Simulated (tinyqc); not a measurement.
Electron continuity equation in a given potential, Scharfetter-Gummel discretisation: one step of the calculation.

Steady state in one dimension: J = q mu n E + q D dn/dx with E = -dpsi/dx and D = mu Vt, dJ/dx = 0, fixed densities nL and nR at the ends. The potential is given, psi = U x/L, and is not changed by the electrons.

Question. Tridiagonal system for the inner nodes. Row i (1 to 11): B(-d_(i-1)) n_(i-1) + b_i n_i + B(d_i) n_(i+1) = f_i with b_i = -B(-d_i) - B(d_(i-1)) and f_i = 0; the known end values are moved to the right: f_1 loses B(-d_0) nL and f_11 loses B(d_11) nR. h = L/12, D = mu Vt.

Values chosen for this exercise; mobility close to that of silicon at room temperature:
- T = 400 K (temperature)
- mu = 1340 cm^2/(V s) (electron mobility)
- L = 7.6 um (length of the region)
- nL = 2.1e13 cm^-3 (density at x = 0)
- nR = 1.9e12 cm^-3 (density at x = L)

Constants: q = 1.602176634e-19 C, kB = 1.380649e-23 J/K, Vt = kB T/q. Results are converted to the units shown.

```
interval	B(d_i)	B(-d_i)
0	2.8595129	0.20014414
1	2.8595129	0.20014414
2	2.8595129	0.20014414
3	2.8595129	0.20014414
4	2.8595129	0.20014414
5	2.8595129	0.20014414
6	2.8595129	0.20014414
7	2.8595129	0.20014414
8	2.8595129	0.20014414
9	2.8595129	0.20014414
10	2.8595129	0.20014414
11	2.8595129	0.20014414
```

Give: diagonal b; right side f.

Answer.

```
node	diagonal b	right side f (cm^-3)
1	-3.0597	-4.2030e12
2	-3.0597	0
3	-3.0597	0
4	-3.0597	0
5	-3.0597	0
6	-3.0597	0
7	-3.0597	0
8	-3.0597	0
9	-3.0597	0
10	-3.0597	0
11	-3.0597	-5.4331e12
```

Program tinyqc, `OMP_NUM_THREADS=1 python tinyqc.py 2220018 2220019 out.jsonl`; Intel Xeon 2.30GHz, shared host, one thread, about 0.01 s.
